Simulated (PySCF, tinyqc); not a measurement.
Inside a calculation. Method: FCI on RHF in the sto-6g basis, for H2, spin multiplicity 1. The lowest restricted solution is unstable here: a spin-polarised one lies 0.0386 hartree lower (PySCF). One step of it, computed by the program tinyqc.

Task: Iteration 3 (converged): orbitals. Diagonalise F' = X^T F X, C = X C', fill 1 alpha and 1 beta electrons from the bottom; D = 2 C_occ C_occ^T. Each column has its largest component positive (the first on a tie).

converged F (hartree):
```
,1H 1s,2H 1s
1H 1s,-0.149768,-0.319529
2H 1s,-0.319529,-0.149768
```

X:
```
,1,2
1H 1s,0.829368,0.626692
2H 1s,-0.829368,0.626692
```

Give: F' = X^T F X; orbital energies; coefficients C; D after iteration 3.

Result:

F' = X^T F X (hartree):
```
,1,2
1,0.2335,0.0000
2,0.0000,-0.3686
```

orbital energies (hartree): MO1 -0.3686, MO2 0.2335

coefficients C:
```
,MO1,MO2
1H 1s,0.6267,0.8294
2H 1s,0.6267,-0.8294
```

D after iteration 3:
```
,1H 1s,2H 1s
1H 1s,0.7855,0.7855
2H 1s,0.7855,0.7855
```
